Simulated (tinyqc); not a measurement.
Inputs raised by 2 %, one at a time: a particle near a wafer in liquid: double-layer and van der Waals forces (DLVO), deposition barrier and removal. Computed by tinyqc, a small Python program. Command: `OMP_NUM_THREADS=1 python tinyqc.py 3114239 3114240 out.jsonl dlvo sens`. One thread of a shared host (Intel(R) Xeon(R) Processor @ 2.30GHz), about 0.01 s of CPU time with the checks.

Sphere and flat wall, Derjaguin approximation, constant potentials in the linear-superposition form, no retardation and no hydration force.

Inputs (values chosen for the exercise, of the order of those for silica on copper in water): particle radius R = 40 nm; Hamaker constant A = 2.9e-20 J; potential of the particle psi_1 = 39 mV; potential of the wafer psi_2 = -39 mV; salt concentration c = 0.0034 mol/L; valence z of the symmetric salt = 1; temperature T = 298 K; dielectric constant of the liquid = 78.4; contact distance h0 = 0.4 nm; contact radius over R = 0.13; viscosity = 0.83 mPa s.

Constants: e = 1.602176634e-19 C; N_A = 6.02214076e+23 1/mol; eps_0 = 8.8541878128e-12 F/m; k_B = 1.380649e-23 J/K; k_B = 8.617333262e-05 eV/K.

Method. kappa^2 = 2 z^2 e^2 N_A (1000 c)/(eps eps_0 k_B T); gamma_i = tanh(z e psi_i/(4 k_B T)); Z = 64 pi eps eps_0 (k_B T/(z e))^2 gamma_1 gamma_2. Adhesion F_a = A R/(6 h0^2) [1 + a^2/(R h0)] - kappa Z R exp(-kappa h0), a the contact radius. Drag in a shear flow F_d = 1.7 x 6 pi mu R^2 G, acting at 1.4 R; rolling starts when 1.4 R F_d = a F_a. Wall shear stress = mu G.

Runs:
```
input moved                              from         to  net adhesion F_a (pN)  wall shear stress for rolling (Pa)
base run                                    -          -                 3336.3                              6042.5
Hamaker constant A (J)                2.9e-20  2.958e-20                 3401.3                              6160.2
potential of the particle psi_1 (mV)       39      39.78                 3337.9                              6045.3
potential of the wafer psi_2 (mV)         -39     -39.78                 3337.9                              6045.3
salt concentration c (mol/L)           0.0034   0.003468                 3337.1                              6043.9
temperature T (K)                         298     303.96                 3335.9                              6041.6
contact distance h0 (nm)                  0.4      0.408                 3171.5                              5743.9
contact radius over R                    0.13     0.1326                 3418.8                              6315.7
```

Exponents ln(y'/y) / ln(x'/x):
```
input                            net adhesion F_a  wall shear stress for rolling
Hamaker constant A                          0.974                          0.974
potential of the particle psi_1             0.024                          0.024
potential of the wafer psi_2                0.024                          0.024
salt concentration c                        0.012                          0.012
temperature T                              -0.007                         -0.007
contact distance h0                        -2.559                         -2.559
contact radius over R                       1.234                          2.234
```

To which inputs is each result most sensitive?

Among the inputs moved here: net adhesion F_a answers most in size to contact distance h0 (exponent -2.559), next to contact radius over R (+1.234). Wall shear stress for rolling answers most in size to contact distance h0 (exponent -2.559), next to contact radius over R (+2.234).
